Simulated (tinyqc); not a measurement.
Worked calculation: k.p values derived from sp3s* tight binding at Gamma. Values are carried at full precision from step to step, so a last printed digit may differ when a step is redone from the rounded ones.

At Gamma the states are two-level mixtures: s-like S+ (upper) and S- (lower) from [[Esa, Vss], [Vss, Esc]], p-like P- (valence) and P+ from [[Epa, Vxx], [Vxx, Epc]], and the bare s* levels. With real k in 1/angstrom and kz = 0, the phase sums over the four bonds are g0 = 1 - (a k/4)^2/2, g1 = i a kx/4, g3 = -(a/4)^2 kx ky to second order. Each mixture is written (anion, cation) with the anion part positive. c = hbar^2/2m0. No spin-orbit coupling.

Constants: hbar^2/2m0 = 3.80998211 eV angstrom^2.

Parameters, chosen for this exercise (near a published set for InAs, fitted to gaps, whose masses and valley positions are rough; shifted at random, so the results belong to these values and not to a real crystal): Esa = -9.476 eV (s level of the anion); Esc = -2.705 eV (s level of the cation); Epa = 0.906 eV (p level of the anion); Epc = 3.683 eV (p level of the cation); Vss = -5.598 eV (s-s); Vxx = 1.826 eV (px-px); a = 6.059 angstrom (lattice constant); Vsapc = 3.058 eV (s anion, p cation); Vscpa = 5.478 eV (s cation, p anion); Vxapc = 3.382 eV (s* anion, p cation); Vpaxc = 3.887 eV (p anion, s* cation); Exa = 7.373 eV (s* level of the anion); Exc = 6.71 eV (s* level of the cation); Vxy = 4.446 eV (px-py).

## States at Gamma

Solve the two blocks.

States:
```
state     E (eV)  anion part  cation part
S-     -12.63261    0.871061     0.491175
P-       0.00055    0.895904    -0.444248
S+       0.45161    0.491175    -0.871061
P+       4.58845    0.444248     0.895904
```

## Linear terms and the Kane energy

<s state|dH/dkx|x state> = i P with P = (a/4)(sa pc Vsapc + sc pa Vscpa), sa, sc and pa, pc being the parts of the two states; for s* on the anion P = (a/4) pc Vxapc, on the cation (a/4) pa Vpaxc. Ep = P^2/c for S+ to P-.

Couplings:
```
pair       P (eV angstrom)  E(first) - E(second) (eV)
S+ to P-          -7.48624                    0.45106
S+ to P+          -1.17263                   -4.13684
S- to P-           1.85894                  -12.63316
s*a to P-         -2.27583                    7.37245
s*c to P-          5.27493                    6.70945
```

Ep = 14.710 eV

The two terms of S+ to P- have the same sign and add: S+ and P- both change sign from anion to cation. An on-site momentum element between s and p, which real atoms have, is absent from this model.

## Electron mass

m0/m = [<S+|d2H/dkx^2|S+>/2 + sum P^2/(E(S+) - E(P))]/c over P- and P+, with the direct term -(a/4)^2 sa sc Vss.

parts of m0/m: direct -1.442, from P- 32.611, from P+ -0.087

mass = 0.0322 m0

The valence band supplies 105 % of m0/m; the direct term, which stands in for the free-electron 1, is -1.44. Sets of this kind were fitted to gaps and often give too heavy a mass, by up to a factor of two.

## Valence parameters L, M, N and the Luttinger values

Direct terms d0 = -(a/4)^2 pa pc Vxx, dN = -2 (a/4)^2 pa pc Vxy for P-. F = sum P^2/(E(P-) - E(s)) over S+, S-, s*a, s*c. The y state of P- couples to the z state of P+ through Q = (a/4) Vxy (pa p'c - pc p'a), primes for P+, and H1 = Q^2/(E(P-) - E(P+)). L = d0 + F, M = d0 + H1, N = dN + F + H1; g1 = -(L + 2M)/(3c), g2 = -(L - M)/(6c), g3 = -N/(6c).

d0, dN, F, Q, H1 (eV angstrom^2; Q in eV angstrom): 1.6675  8.1202  -128.8247  6.7346  -9.8857

L, M, N (eV angstrom^2): -127.157  -8.218  -130.590

g1, g2, g3: 12.563  5.203  5.713

Along [100] the masses without spin-orbit coupling are c/|L| = 0.030 (one band) and c/|M| = 0.464 (two bands).

## Checks

- Electron mass against a finite difference of the full bands: 0.03217 against 0.03218.
- L and M against finite differences along [100]: largest relative difference 2.6e-04.
- Lowest curvature along [111], (L + 2M + 2N)/3, against a finite difference: -134.92 against -134.89.

(tinyqc, `OMP_NUM_THREADS=1 python tinyqc.py 1450119 1450120 out.jsonl`, Intel(R) Xeon(R) Processor @ 2.30GHz, 1 thread, shared host, about 0.01 s.)
